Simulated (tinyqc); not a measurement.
Inside a calculation. Method: Jacobi rotations on a symmetric matrix. Computed by tinyqc, a small Python program that keeps every step. Settings: method = jacobi. Command: `OMP_NUM_THREADS=1 python tinyqc.py 30839 30840 out.jsonl` (the two numbers bound the seeds that draw the settings). One thread of a shared host (Intel(R) Xeon(R) Processor @ 2.60GHz), about 0.01 s of CPU time with the checks.

## Jacobi rotation 1

A:
```
[[0.952000, 0.536000, -0.140000, 0.235000],
 [0.536000, 1.748000, 0.440000, -0.172000],
 [-0.140000, 0.440000, 1.977000, -0.004000],
 [0.235000, -0.172000, -0.004000, 1.982000]]
```

Take the largest off-diagonal element A_pq; tan 2 theta = 2 A_pq / (A_qq - A_pp) with |theta| <= pi/4; A' = J^T A J with J_pp = J_qq = cos, J_pq = sin, J_qp = -sin.

p, q, theta (rad): [1.000000, 2.000000, 0.466044]

A':
```
[[0.682392, 0.000000, -0.322786, 0.287227],
 [0.000000, 2.017608, 0.330165, -0.048058],
 [-0.322786, 0.330165, 1.977000, -0.004000],
 [0.287227, -0.048058, -0.004000, 1.982000]]
```

## Jacobi rotation 2

As before.

p, q, theta (rad): [2.000000, 3.000000, -0.754689]

A':
```
[[0.682392, -0.221128, -0.235145, 0.287227],
 [-0.221128, 2.328093, 0.000000, -0.037750],
 [-0.235145, 0.000000, 1.666515, 0.030009],
 [0.287227, -0.037750, 0.030009, 1.982000]]
```

## All rotations

The off-diagonal norm falls at every rotation.

Rotations:
```
step  p  q      theta  off-diagonal norm
1     1  2   0.466044           7.72e-01
2     2  3  -0.754689           6.15e-01
3     1  4   0.208100           4.62e-01
4     1  3  -0.212379           3.18e-01
5     1  2  -0.113998           1.35e-01
6     2  4   0.243162           7.02e-02
7     2  3  -0.071225           2.30e-02
8     1  4  -0.008832           1.38e-02
9     3  4  -0.025080           8.38e-03
10    1  3   0.004019           5.12e-03
11    1  2   0.001956           8.38e-04
12    2  4   0.001649           1.65e-04
13    1  4  -0.000079           7.76e-07
14    3  4  -1.53e-06           3.94e-07
15    2  3   3.06e-07           2.72e-07
16    1  2   1.05e-07           5.09e-10
```

eigenvalues: [0.547312, 1.713940, 2.022710, 2.375039]
